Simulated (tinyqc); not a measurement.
Worked calculation: one-electron ion in a basis of Gaussians. One step of it, computed by the program tinyqc.

Question. Matrices over normalised Gaussians. With p = a_i + a_j and I(k) = Gamma((k+1)/2) / (2 p^((k+1)/2)): S = I(2l+2), T = (2l+3) a_i a_j S / p, V = -Z I(2l+1), each divided by sqrt(S_ii S_jj).

exponents of r^l exp(-a r^2) (1/bohr^2): [1.631000, 2.184000, 2.924000]

Z = 5

l = 0

Give: S; T; V.

Answer.

S:
$$\begin{pmatrix}
1.000 & 0.984 & 0.939 \\
0.984 & 1.000 & 0.984 \\
0.939 & 0.984 & 1.000
\end{pmatrix}$$

T (hartree):
$$\begin{pmatrix}
2.446 & 2.757 & 2.949 \\
2.757 & 3.276 & 3.691 \\
2.949 & 3.691 & 4.386
\end{pmatrix}$$

V (hartree):
$$\begin{pmatrix}
-10.190 & -10.846 & -11.306 \\
-10.846 & -11.791 & -12.550 \\
-11.306 & -12.550 & -13.644
\end{pmatrix}$$
